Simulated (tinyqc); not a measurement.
# Depletion-mode phase shifter in a rib waveguide and its Mach-Zehnder modulator: what changes with what

A lateral p-n junction at x0 in a waveguide whose mode intensity is a Gaussian of rms width s about x = 0; p side at smaller x. Reverse bias removes carriers and raises the index. Abrupt junction, doping uniform over the whole mode, lumped electrode (no travelling-wave effects).

Inputs (values chosen for the exercise); values close to those of silicon near 1550 nm: wavelength lam = 1550 nm; relative permittivity of the semiconductor eps_r = 11.7; acceptor density Na = 1.1e18 cm^-3; donor density Nd = 2.1e17 cm^-3; built-in voltage Vb = 0.89 V; rms width of the lateral mode intensity s = 130 nm; junction offset towards the n side x0 = 90 nm; vertical confinement times ng/n G = 0.94; rib height hr = 310 nm; fringe capacitance Cf = 51 pF/m; series resistance Rs = 9.4 ohm mm; reverse bias V = 4 V; passive loss a0 = 1 dB/cm.

Constants: q = 1.602176634e-19 C, eps0 = 8.8541878128e-14 F/cm where lengths are in cm. Results are converted to the units shown.

Each table varies one quantity; the others keep the values above.

## Effect of the acceptor density

Free-carrier changes (empirical, N and P in cm^-3): |dn| = 8.5e-18 P^0.8 for holes, 8.8e-22 N for electrons; absorption 6e-18 P and 8.5e-18 N in 1/cm. W = sqrt(2 eps0 eps_r (Vb + V)(1/Na + 1/Nd)/q); edges xp = x0 - W Nd/(Na + Nd), xn = x0 + W Na/(Na + Nd); F(x) = [1 + erf(x/(sqrt(2) s))]/2. dneff = G {dn_h [F(xp(0)) - F(xp(V))] + dn_e [F(xn(V)) - F(xn(0))]}; VpiL = lam V/(2 dneff); loss = a0 + 4.343 G {a_h F(xp) + a_e [1 - F(xn)]} dB/cm at V; C = eps0 eps_r hr/W + Cf; fRC = 1/(2 pi Rs C).

Result of one run:
```
Na (cm^-3)	dneff	VpiL (V cm)	loss (dB/cm)	VpiL x loss (V dB)	C (pF/m)	fRC (GHz)
5e16	7.141e-5	4.341	1.781	7.732	132.2	128.1
```

What becomes of these results when the acceptor density Na is changed from 5e16 to 3.3e17 cm^-3, all else the same?

Result of the changed run:
```
Na (cm^-3)	dneff	VpiL (V cm)	loss (dB/cm)	VpiL x loss (V dB)	C (pF/m)	fRC (GHz)
3.3e17	1.369e-4	2.264	5.434	12.30	195.7	86.53
```

The whole series:
```
Na (cm^-3)	dneff	VpiL (V cm)	loss (dB/cm)	VpiL x loss (V dB)	C (pF/m)	fRC (GHz)
5e16	7.141e-5	4.341	1.781	7.732	132.2	128.1
9.4e16	1.130e-4	2.743	1.936	5.312	153.9	110.0
1.7e17	1.349e-4	2.297	2.830	6.502	174.8	96.87
3.3e17	1.369e-4	2.264	5.434	12.30	195.7	86.53
6.1e17	1.274e-4	2.434	10.45	25.43	210.6	80.39
1.1e18	1.154e-4	2.686	19.44	52.21	220.6	76.76
2.1e18	1.028e-4	3.016	37.91	114.3	227.5	74.44
4e18	9.170e-5	3.381	73.05	247.0	231.4	73.17
```

As Na goes from 5e16 to 4e18 cm^-3, VpiL goes from 4.34 through a minimum of 2.26 (at Na = 3.3e17 cm^-3 among the rows listed) to 3.38 V cm, the loss rises from 1.78 to 73.1 dB/cm, their product goes from 7.73 through a minimum of 5.31 (at Na = 9.4e16 cm^-3 among the rows listed) to 247 V dB and fRC falls from 128 to 73.2 GHz. Rs is held fixed, though in a real device it falls with doping.

## Scaling both dopings

Same model as above.

Nd = 0.1909090909 Na in every row.

Scaling both dopings:
```
Na (cm^-3)	dneff	VpiL (V cm)	loss (dB/cm)	VpiL x loss (V dB)	C (pF/m)	fRC (GHz)
5e16	4.487e-5	6.910	1.421	9.816	87.16	194.3
9.4e16	5.453e-5	5.685	2.054	11.67	100.6	168.3
1.7e17	6.403e-5	4.841	3.245	15.71	117.7	143.9
3.3e17	7.713e-5	4.019	5.893	23.69	143.9	117.7
6.1e17	9.371e-5	3.308	10.72	35.45	177.3	95.50
1.1e18	1.154e-4	2.686	19.44	52.21	220.6	76.76
2.1e18	1.474e-4	2.103	37.78	79.45	285.3	59.34
4e18	1.898e-4	1.633	73.53	120.1	374.4	45.22
```

Read the table: what changes, and by how much?

As Na goes from 5e16 to 4e18 cm^-3, VpiL falls from 6.91 to 1.63 V cm, the loss rises from 1.42 to 73.5 dB/cm, their product rises from 9.82 to 120 V dB and fRC falls from 194 to 45.2 GHz. Rs is held fixed, though in a real device it falls with doping.

## Effect of the donor density

Same model as above.

Effect of the donor density:
```
Nd (cm^-3)	dneff	VpiL (V cm)	loss (dB/cm)	VpiL x loss (V dB)	C (pF/m)	fRC (GHz)
5e16	5.152e-5	6.017	20.29	122.1	139.3	121.5
9.4e16	7.343e-5	4.221	19.92	84.07	169.8	99.69
1.7e17	1.027e-4	3.018	19.54	58.98	206.0	82.21
3.3e17	1.463e-4	2.119	19.37	41.06	254.5	66.54
6.1e17	1.941e-4	1.597	20.07	32.06	304.0	55.70
1.1e18	2.412e-4	1.285	22.58	29.03	350.5	48.31
2.1e18	2.866e-4	1.082	29.47	31.88	394.1	42.96
4e18	3.205e-4	0.9672	44.40	42.94	426.1	39.73
```

What does the comparison show?

As Nd goes from 5e16 to 4e18 cm^-3, VpiL falls from 6.02 to 0.967 V cm, the loss goes from 20.3 through a minimum of 19.4 (at Nd = 3.3e17 cm^-3 among the rows listed) to 44.4 dB/cm, their product goes from 122 through a minimum of 29.0 (at Nd = 1.1e18 cm^-3 among the rows listed) to 42.9 V dB and fRC falls from 122 to 39.7 GHz. Rs is held fixed, though in a real device it falls with doping. For Nd = 6.1e17 to 4e18 cm^-3 the peak field passes 0.7 MV/cm, near breakdown of such junctions.

Numbers from tinyqc (`OMP_NUM_THREADS=1 python tinyqc.py 2650010 2650011 out.jsonl`; about 0.01 s on one thread of a shared Intel Xeon 2.30GHz).
